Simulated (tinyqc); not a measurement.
Gap voltage and exponent from three temperatures.

Inverse problem. At constant current VBE(T) = Vg0 - a T - eta (kB T/q) ln T, where a is a constant. Find Vg0, eta and dVBE/dT at the middle temperature.

Constants: q = 1.602176634e-19 C, kB = 1.380649e-23 J/K. Results are converted to the units shown.

T (K): [253, 273, 300]
VBE at a constant current (V): [0.8274784099, 0.7911077746, 0.7412121088]

Solution. The relation is linear in Vg0, a and eta, so three points give a linear system; the slope is (VBE - Vg0 - eta kB T/q)/T. eta rests on the curvature of VBE(T) alone, so real fits need accuracy of some tens of microvolts or better.

Vg0 = 1.20 V
eta = 4.00
dVBE/dT = -1.83 mV/K

Computed by the program tinyqc: `OMP_NUM_THREADS=1 python tinyqc.py 2062046 2062047 out.jsonl`, one thread of a shared Intel Xeon 2.30GHz, about 0.02 s for the whole run.
